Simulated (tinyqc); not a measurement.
The choice of windows: ionisation potential and affinity of a slab from the planar-averaged potential.

A model of the planar-averaged electrostatic energy of an electron in a periodic cell of N1 periods of A (L1 = N1 n1 h) and N2 periods of vacuum (L2 = N2 n2 h), on z_j = j h: V(z) = f VA + (1 - f) VB + F t(z), VA = V1[0] + V1[1] cos(2 pi z/(n1 h)) + V1[2] cos(4 pi z/(n1 h)), VB the same with V2, n2 and z - L1. f = [tanh(z/w) - tanh((z - L1)/w) + tanh((z - L1 - L2)/w)]/2 + 1/2; t(z) = z - L1/2 in A and (L1/L2)(L1 + L2/2 - z) beyond, so that the cell is periodic.

Running mean over n points, periodic: for odd n the plain mean of the n points centred on j; for even n the n + 1 points with half weight at both ends. The macroscopic average applies the mean over n1 points and then over n2 points.

Parameters, chosen for this exercise (gap near that of Si; shifted at random, so the results belong to these values and not to a real crystal):
```
symbol  value                 unit         meaning
h       0.25                  angstrom     grid step
n1      7                                  grid points per period of A
n2      6                                  grid points per period of the vacuum filter
N1      4                                  periods of A
N2      5                                  periods of vacuum
V1      (-8.07, 2.71, -0.28)  eV           mean and two harmonics of the potential in A
V2      (0, 0, 0)             eV           the same in vacuum
w       0.37                  angstrom     width of the interfaces
F       0                     eV/angstrom  slope in A from opposite charges on the two interfaces
```

dV read at j = 14 and 43 after means over the numbers of points listed; ripple is the spread over the five points around each.

Results:
```
windows  dV (eV)  ripple in A (meV)  ripple in vacuum (meV)
none       5.640               2781                       0
7 only     8.070                  0                       0
6 only     7.634                553                       0
8 only     8.397                415                       0
8, 7       8.070                  0                       0
7, 6       8.070                  0                       0
```

Which rows can be used, and how does a wrong window show?

The last row matches both periods and lies 0 meV from the value of a thick cell, V2[0] - V1[0] = 8.070 eV. Against it the raw potential errs by -2.43 eV. Within 20 meV of it lie: 7 only and 8, 7. A window one point too long leaves a ripple of 415 meV in A, against 0 meV in the last row: the ripple is the sign to look for. Rows to use, with under 30 meV of ripple in both regions once the tilt is taken off: 7 only, 8, 7 and 7, 6. A row with a large ripple can hit the right value only by chance.

(tinyqc, `OMP_NUM_THREADS=1 python tinyqc.py 1880009 1880010 out.jsonl`, Intel(R) Xeon(R) Processor @ 2.30GHz, 1 thread, shared host, about 0.01 s.)
